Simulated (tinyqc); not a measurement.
Elastic strain and critical thickness of a cubic alloy layer A(1-x)B(x) on a thick substrate: one step, computed by the program tinyqc. Command: `OMP_NUM_THREADS=1 python tinyqc.py 3000265 3000266 out.jsonl misfit walk`. One thread of a shared host (Intel(R) Xeon(R) Processor @ 2.30GHz), about 0.01 s of CPU time with the checks.

Strain is positive in tension. The layer is coherent with the substrate unless said otherwise.

Problem. Symmetric X-ray reflection. Reflection 004: d = a_perp/sqrt(16), with a_perp = a (1 + e_perp) for the coherent layer, a for the relaxed layer and a_S for the substrate; sin(theta) = lambda/(2 d).

Inputs (values chosen for the exercise, modelled on GaAs(1-x)Sb(x) on GaAs): substrate lattice constant a_S = 5.653 angstrom; X-ray wavelength = 1.540593 angstrom.

Growth plane: (001).

free lattice constant a = 5.75046 angstrom

normal strain e_perp = 0.01554979

Give: Bragg angles; peak separation of the coherent layer.

Solution.

Bragg angles:
```
crystal         a_perp (angstrom)  theta (degrees)  from substrate (arcsec)
substrate                   5.653            33.03                        0
coherent layer              5.840            31.84                    -4263
relaxed layer               5.750            32.40                    -2265
```

peak separation of the coherent layer = -4263 arcsec
